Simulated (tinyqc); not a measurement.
# MOS capacitor on a p-type substrate, surface potential from the exact charge relation: effects of single changes

Uniform p-type substrate, Boltzmann statistics, full ionisation, classical densities. psi is the surface potential against the body (positive when the bands bend down) and u = psi/Vt. Traps are spread evenly over the gap and neutral at flat band, so their charge is -q Dit psi; the minority quasi-Fermi level is shifted by Vb.

Parameters, values chosen for the exercise; band and dielectric values close to those of In0.53Ga0.47As: temperature T = 350 K; band gap Eg = 0.744 eV; relative permittivity eps_r = 14.1; conduction-band density of states at T Nc = 2.63e17 cm^-3; valence-band density of states at T Nv = 9.67e18 cm^-3; electron affinity chi = 4.46 eV; acceptor density of the substrate N = 5.7e16 cm^-3; relative permittivity of the gate insulator (close to hafnium oxide) eox = 22.3; insulator thickness tox = 11 nm; gate work function phiM = 4.74 eV; fixed charge at the interface, in units of q Nf = 1.6e11 cm^-2; density of interface traps Dit = 0 cm^-2 eV^-1; reverse bias of the inversion layer against the body Vb = 0 V.

Constants: q = 1.602176634e-19 C, kB = 1.380649e-23 J/K, Vt = kB T/q, eps0 = 8.8541878128e-14 F/cm where lengths are in cm. Results are converted to the units shown.

Each table varies one quantity; the others keep the values above.

## Capacitance-voltage curves

ni = sqrt(Nc Nv) exp(-Eg/(2 Vt)), Eg in volts; phiF = Vt ln(N/ni); Cox = eps0 eox/tox; Vfb = phiM - chi - (Eg - Vt ln(Nv/N)) - q Nf/Cox; Q0 = sqrt(2 eps0 eps_r q N Vt); r = (ni/N)^2 exp(-Vb/Vt); VT = Vfb + [(2 phiF + Vb)(1 + q Dit/Cox) + sqrt(2 eps0 eps_r q N (2 phiF + Vb))/Cox]. u = psi/Vt; F^2 = exp(-u) + u - 1 + r (exp(u) - u - 1); Qs = -sign(u) Q0 F; Cs = -dQs/dpsi = (Q0/Vt) |1 - exp(-u) + r (exp(u) - 1)|/(2 F). psi solves Vg = Vfb + psi + (q Dit psi - Qs)/Cox. Low frequency: 1/C_LF = 1/Cox + 1/(Cs + q Dit). High frequency, in the simple estimate in which traps and minority carriers do not follow: 1/C_HF = 1/Cox + 1/Cd, Cd being Cs with r = 0 at the same psi. Deep depletion: r = 0 and Dit = 0 both in the equation for psi and in Cs. Minority sheet density N_inv = (Q0/(2 q)) int_0^u r (exp(t) - 1)/F(t) dt for u > 0. N_inv under 1 cm^-2 is printed as 0. Regimes: accumulation when majority carriers gather, then depletion up to |psi| = phiF + Vb, weak inversion up to 2 phiF + Vb, strong inversion beyond.

Capacitance-voltage curves:
```
Vg (V)	psi (V)	C_LF/Cox	C_HF/Cox	C_deep/Cox	N_inv (cm^-2)	regime
-1.31	-0.2376	0.9257	0.9257	0.9257	0	accumulation
-1.01	-0.2104	0.8882	0.8882	0.8882	0	accumulation
-0.72	-0.1670	0.7956	0.7956	0.7956	0	accumulation
-0.42	-0.06353	0.4361	0.4361	0.4361	0	accumulation
-0.13	0.1628	0.1031	0.1031	0.1031	1.493e5	depletion
0.16	0.4302	0.06369	0.06236	0.06235	5.556e8	weak inversion
0.46	0.6608	0.5934	0.05030	0.04841	6.394e11	strong inversion
0.75	0.7319	0.8445	0.04781	0.04115	3.077e12	strong inversion
1.05	0.7673	0.9084	0.04670	0.03627	6.038e12	strong inversion
```

C_LF/Cox is lowest, 0.0637, at Vg = 0.16 V (weak inversion) among the rows listed and is 0.908 in the last row, where C_HF/Cox is 0.0467 and the deep-depletion value 0.0363. Vfb = -0.323 V, where C_HF/Cox = 0.255 (Cox in series with eps0 eps_r/LD), and VT = 0.282 V. Over the last two rows psi moves by only 0.12 V a volt of gate bias, since the inversion charge screens the body. In strong accumulation and inversion degeneracy and confinement, left out here, lower the capacitance.

## Effect of the gate work function on threshold and swing

ni = sqrt(Nc Nv) exp(-Eg/(2 Vt)), Eg in volts; phiF = Vt ln(N/ni); Cox = eps0 eox/tox; Vfb = phiM - chi - (Eg - Vt ln(Nv/N)) - q Nf/Cox; VT = Vfb + [(2 phiF + Vb)(1 + q Dit/Cox) + sqrt(2 eps0 eps_r q N (2 phiF + Vb))/Cox]. gamma = sqrt(2 eps0 eps_r q N)/Cox; Wm = sqrt(2 eps0 eps_r (2 phiF + Vb)/(q N)); m = 1 + (eps0 eps_r/Wm + q Dit)/Cox; swing m Vt ln 10; Cmin/Cox = 1/(1 + Cox Wm/(eps0 eps_r)).

The same in every row: 2 phiF (V) = 0.54304; gamma (V^0.5) = 0.084126; Wm (nm) = 121.85; m = 1.0571; swing (mV/decade) = 73.412; Cmin/Cox = 0.053998.

Effect of the gate work function on threshold and swing:
```
phiM (eV)	Vfb (V)	VT (V)
4.46	-0.60344	0.0015937
4.66	-0.40344	0.20159
4.86	-0.20344	0.40159
5.06	-0.0034446	0.60159
5.26	0.19656	0.80159
5.46	0.39656	1.0016
5.66	0.59656	1.2016
```

As phiM goes from 4.46 to 5.66, VT rises from 0.00159 to 1.20 V, the swing stays at 73.4 mV/decade and Cmin/Cox stays at 0.0540. The whole change of VT is that of Vfb: the curve shifts rigidly.

## Effect of the density of interface traps on threshold and swing

Same model as above.

In this table Vb = 0 V.

The same in every row: Vfb (V) = -0.32344; 2 phiF (V) = 0.54304; gamma (V^0.5) = 0.084126; Wm (nm) = 121.85; Cmin/Cox = 0.053998.

Results:
```
Dit (cm^-2 eV^-1)	VT (V)	m	swing (mV/decade)
0	0.28159	1.0571	73.412
1e10	0.28208	1.0580	73.474
3e10	0.28305	1.0598	73.598
1e11	0.28644	1.0660	74.031
1e12	0.33007	1.1463	79.610
3e12	0.42701	1.3249	92.008
1e13	0.76631	1.9497	135.40
```

Estimate the missing row, Dit = 3e11 cm^-2 eV^-1.

Computed row:
```
Dit (cm^-2 eV^-1)	VT (V)	m	swing (mV/decade)
3e11	0.29614	1.0839	75.271
```

With this row back in the table: As Dit goes from 0 to 1e13, VT rises from 0.282 to 0.766 V, the swing rises from 73.4 to 135 mV/decade and Cmin/Cox stays at 0.0540. Vfb does not move.

tinyqc, about 0.01 s, one thread, Intel Xeon 2.30GHz (shared host): `OMP_NUM_THREADS=1 python tinyqc.py 2060029 2060030 out.jsonl`
